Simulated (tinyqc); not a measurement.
Cluster expansion of a binary alloy: correlations, fit, cross-validation and ground states: one step, computed by the program tinyqc.

s = +1 for A and -1 for B. Energy per site E = J0 + J1 P(point) + sum over clusters of m V P, with P the mean product of spins; V > 0 on a pair favours unlike neighbours. Clusters per site m: pair 1 6, pair 2 3, pair 3 12, triplet 8; the triplet is the triangle of first neighbours. Formation energies are counted from the line between pure A and pure B, which removes J0 and J1.

Problem. Normal equations for V1, V2, Vt. Leave out pair 3: A = X^T X and b = X^T E (E being the data with noise) over these three columns; solve A V = b. The root-mean-square error runs over the structures between the pure ends.

Lattice: fcc.

X:
```
                     pair 1    pair 2     pair 3   triplet
A                   0.00000   0.00000    0.00000   0.00000
A3B L1_2           -6.00000   0.00000  -12.00000  -8.00000
A3B D0_22          -6.00000  -1.00000   -8.00000  -8.00000
A3B (001) layers   -4.00000  -1.00000  -12.00000   0.00000
A2B (001) layers   -5.33333  -1.33333  -16.00000   0.00000
AB L1_0            -8.00000   0.00000  -16.00000   0.00000
AB L1_1            -6.00000  -6.00000  -12.00000   0.00000
A2B2 (001) layers  -4.00000  -2.00000  -16.00000   0.00000
AB2 (001) layers   -5.33333  -1.33333  -16.00000   0.00000
AB3 L1_2           -6.00000   0.00000  -12.00000   8.00000
AB3 D0_22          -6.00000  -1.00000   -8.00000   8.00000
AB3 (001) layers   -4.00000  -1.00000  -12.00000   0.00000
B                   0.00000   0.00000    0.00000   0.00000
```

data (meV/site): A 0.0000, A3B L1_2 -91.6264, A3B D0_22 -90.1804, A3B (001) layers -69.6380, A2B (001) layers -93.0426, AB L1_0 -121.9186, AB L1_1 -110.8827, A2B2 (001) layers -65.6855, AB2 (001) layers -90.0273, AB3 L1_2 -84.8789, AB3 D0_22 -81.8027, AB3 (001) layers -66.3263, B 0.0000

Give: matrix A; b; fitted V1, V2, Vt; root-mean-square error of the three-cluster fit.

Solution.

matrix A:
```
       V1    V2     Vt
V1  348.9  78.2    0.0
V2   78.2  47.6    0.0
Vt    0.0   0.0  256.0
```

b (meV): 5515  1349  121

fitted V1, V2, Vt (meV): 14.97  3.74  0.47

root-mean-square error of the three-cluster fit = 4.932 meV/site
